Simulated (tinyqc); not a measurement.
Inside a calculation. Method: Born-Oppenheimer dynamics on the UHF/6-31g surface (energies and gradients from PySCF), for H4, spin multiplicity 3. Computed by tinyqc, a small Python program that keeps every step (integrals from PySCF). Settings: charge = 0, multiplicity = 3, basis = 6-31g, time step (fs) = 0.5, steps = 16. Command: `OMP_NUM_THREADS=1 python tinyqc.py 26829 26830 out.jsonl` (the two numbers bound the seeds that draw the settings). One thread of a shared host (Intel(R) Xeon(R) Processor @ 2.60GHz), about 1 s of CPU time with the checks.

positions (bohr):
```
,x,y,z
1H,0.02457,0.06803,-0.10205
2H,-0.06425,-0.06803,1.75934
3H,-0.03213,0.03213,3.61883
4H,0.02646,0.04913,5.39517
```

The total energy should stay constant up to terms of order dt^2; the step counts as short enough if it moves by less than 2 % of the largest kinetic energy.

Trajectory:
```
time (fs),1H-2H (angstrom),potential (hartree),kinetic (hartree),total (hartree)
0.00000,0.98875,-1.9978272,0.0028430,-1.9949841
0.50000,1.01948,-2.0069659,0.0118277,-1.9951382
1.00000,1.07691,-2.0242764,0.0288697,-1.9954067
1.50000,1.15725,-2.0453668,0.0495137,-1.9958531
2.00000,1.25491,-2.0631274,0.0664704,-1.9966570
2.50000,1.36140,-2.0664765,0.0690698,-1.9974068
3.00000,1.46281,-2.0501537,0.0545213,-1.9956324
3.50000,1.54073,-2.0443065,0.0506418,-1.9936646
4.00000,1.58851,-2.0717626,0.0750729,-1.9966898
4.50000,1.62041,-2.0944902,0.0973255,-1.9971647
5.00000,1.65170,-2.0976929,0.1014312,-1.9962617
5.50000,1.69021,-2.0907416,0.0950805,-1.9956611
6.00000,1.73881,-2.0819316,0.0865230,-1.9954086
6.50000,1.79817,-2.0750536,0.0797311,-1.9953225
7.00000,1.86804,-2.0714593,0.0761660,-1.9952933
7.50000,1.94791,-2.0716211,0.0763486,-1.9952726
8.00000,2.03726,-2.0758428,0.0805827,-1.9952601
```

Is the time step short enough?

No. The total energy moves within 3.7e-03 hartree; that is over 2 % of the largest kinetic energy, so the time step is too long.
